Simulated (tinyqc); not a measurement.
Capacitance measurement on a leaky thin oxide: effects of series resistance and leakage: one step of the calculation.

The device is a capacitance C in parallel with a leakage conductance G, in series with Rs and Ls. An impedance meter reports either a parallel pair (Cp, Gp) from Y = 1/Z = Gp + i w Cp or a series pair (Cs, Rm) from Z = Rm + 1/(i w Cs); w = 2 pi f, dissipation D = Gp/(w |Cp|).

Question. What the meter reports. Z = Rs + i w Ls + 1/(G + i w C).

Inputs (values chosen for the exercise); values of the order met in thin-oxide MOS capacitors:
```
symbol,value,unit,meaning
Rs,67,ohm,series resistance
Ls,0,nH,series inductance
f,1e5,Hz,measuring frequency
```

C = 198.99086 pF
G = 325.58140 uS

Give: Z; Cp; Gp; Cs; D.

Answer.

Z = (2.744-1.028i) x 1e3 ohm
Cp = 190.6 pF
Gp = 319.6 uS
Cs = 1548 pF
D = 2.669

Cp is 4.2 % below C and Cs is 7.78 times it; G Rs = 0.0218, w C Rs = 0.00838 and G/(w C) = 2.60.

Computed by the program tinyqc: `OMP_NUM_THREADS=1 python tinyqc.py 2022127 2022128 out.jsonl`, one thread of a shared Intel Xeon 2.30GHz, about 0.01 s for the whole run.
